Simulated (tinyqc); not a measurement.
# Long-channel MOSFET, surface-potential model: what changes with what

n-channel transistor on a uniformly doped p-type body, gradual-channel approximation, constant mobility, Boltzmann statistics, full ionisation. Potentials are counted from the neutral body; V is the electron quasi-Fermi potential, Vsb at the source and Vsb + Vds at the drain. Charges are magnitudes per area.

Parameters, values chosen for the exercise; material values close to those of silicon: temperature T = 300 K; band gap Eg = 1.11 eV; relative permittivity of the semiconductor eps_r = 11.7; conduction-band density of states at T Nc = 2.76e19 cm^-3; valence-band density of states at T Nv = 2.7e19 cm^-3; acceptor density of the body Na = 3.2e15 cm^-3; relative permittivity of the gate insulator eox = 7.2; insulator thickness tox = 13 nm; flat-band voltage Vfb = -0.48 V; channel mobility mu = 110 cm^2/(V s); gate width W = 2 um; gate length L = 1 um; source-body reverse bias Vsb = 0.3 V; gate-source voltage Vgs = 0.23 V; drain-source voltage Vds = 0.5 V.

Constants: q = 1.602176634e-19 C, kB = 1.380649e-23 J/K, Vt = kB T/q, eps0 = 8.8541878128e-14 F/cm where lengths are in cm. Results are converted to the units shown.

Each table varies one quantity; the others keep the values above.

## Transfer curve from weak to strong inversion

ni = sqrt(Nc Nv) exp(-Eg/(2 Vt)), Eg in volts; phiF = Vt ln(Na/ni); Cox = eps0 eox/tox; gamma = sqrt(2 q eps0 eps_r Na)/Cox. The surface potential psi at channel potential V solves Vgs + Vsb - Vfb - psi = gamma sqrt(G), G = psi - Vt + Vt exp((psi - 2 phiF - V)/Vt). Charge sheet: Qi = Cox gamma [sqrt(G) - sqrt(psi - Vt)]; I = mu (W/L) [integral of Qi dpsi from psi_0 to psi_L (drift) + Vt (Qi0 - QiL) (diffusion)], with psi_0 at V = Vsb and psi_L at V = Vsb + Vds. Pao-Sah: Qi(V) = (Cox gamma/2) integral from 3 Vt to psi of exp((u - 2 phiF - V)/Vt)/sqrt(G(u, V)) du, and I = mu (W/L) integral of Qi dV from Vsb to Vsb + Vds. Square law: VT = Vfb + 2 phiF + gamma sqrt(2 phiF + Vsb), m = 1 + gamma/(2 sqrt(2 phiF + Vsb)), I = mu Cox (W/L) [(Vgs - VT) v - m v^2/2] with v the smaller of Vds and (Vgs - VT)/m, and zero below VT. gm = dI/dVgs of the charge-sheet current.

Transfer curve from weak to strong inversion:

| Vgs (V) | I, charge sheet (uA) | I, Pao-Sah (uA) | drift share (%) | gm/I (1/V) | I, square law (uA) |
|---|---|---|---|---|---|
| 0.03 | 1.900e-6 | 1.936e-6 | 0.001268 | 36.57 | 0 |
| 0.15 | 1.545e-4 | 1.571e-4 | 0.1032 | 36.71 | 0 |
| 0.28 | 0.01617 | 0.01667 | 8.986 | 32.63 | 0.1492 |
| 0.41 | 0.3591 | 0.3906 | 53.09 | 16.01 | 1.756 |
| 0.53 | 1.536 | 1.672 | 73.35 | 9.252 | 4.804 |
| 0.66 | 4.072 | 4.385 | 82.63 | 6.139 | 9.801 |
| 0.78 | 7.702 | 8.217 | 87.14 | 4.602 | 15.91 |
| 0.91 | 12.87 | 13.62 | 90.77 | 3.346 | 22.92 |
| 1.03 | 18.25 | 19.16 | 93.10 | 2.533 | 29.39 |

What does the table show?

The charge-sheet current rises from 1.90e-6 to 18.3 uA. In the first row gm/I is 36.6 1/V, a swing of 63.0 mV a decade, against Vt ln 10 = 59.5 mV a decade for an ideal gate; in the last it is 2.53 1/V. Drift passes half of the current at Vgs = 0.41 V among the rows listed (VT = 0.227 V). The charge sheet departs most from Pao-Sah at Vgs = 0.53 V, where it is 8.2 % below it. In the last row the square law is 53 % above Pao-Sah. At Vgs = 1.03 V the surface electron density at the source passes 0.3 Nc, where degeneracy and quantisation, left out here, matter.

## Effect of the acceptor density of the body

VT = Vfb + 2 phiF + gamma sqrt(2 phiF + Vsb), m = 1 + gamma/(2 sqrt(2 phiF + Vsb)). The swing is 20 mV/log10[I(VT - 0.14 V)/I(VT - 0.16 V)] of the charge-sheet current at the given Vds.

Effect of the acceptor density of the body:

| Na (cm^-3) | gamma (V^0.5) | VT (V) | m | swing (mV/decade) | I at Vgs, Vds (uA) |
|---|---|---|---|---|---|
| 3.2e14 | 0.02102 | 0.06202 | 1.012 | 61.53 | 0.1364 |
| 5.9e14 | 0.02854 | 0.1010 | 1.015 | 61.73 | 0.07232 |
| 1.1e15 | 0.03897 | 0.1435 | 1.021 | 62.02 | 0.02927 |
| 2e15 | 0.05254 | 0.1880 | 1.027 | 62.42 | 0.008963 |
| 3.7e15 | 0.07147 | 0.2392 | 1.037 | 62.98 | 0.001949 |
| 6.9e15 | 0.09759 | 0.2984 | 1.049 | 63.77 | 3.137e-4 |
| 1.3e16 | 0.1340 | 0.3694 | 1.066 | 64.85 | 3.584e-5 |

As Na goes from 3.2e14 to 1.3e16 cm^-3, VT rises from 0.0620 to 0.369 V, the swing rises from 61.5 to 64.8 mV a decade and the current falls from 0.136 to 3.58e-5 uA. The swing is 2.2 % above m Vt ln 10 in the first row and 2.1 % above it in the last. The gate voltage is below VT in 3 of the 7 rows.

Numbers from tinyqc (`OMP_NUM_THREADS=1 python tinyqc.py 2360062 2360063 out.jsonl`; about 0.04 s on one thread of a shared Intel Xeon 2.30GHz).
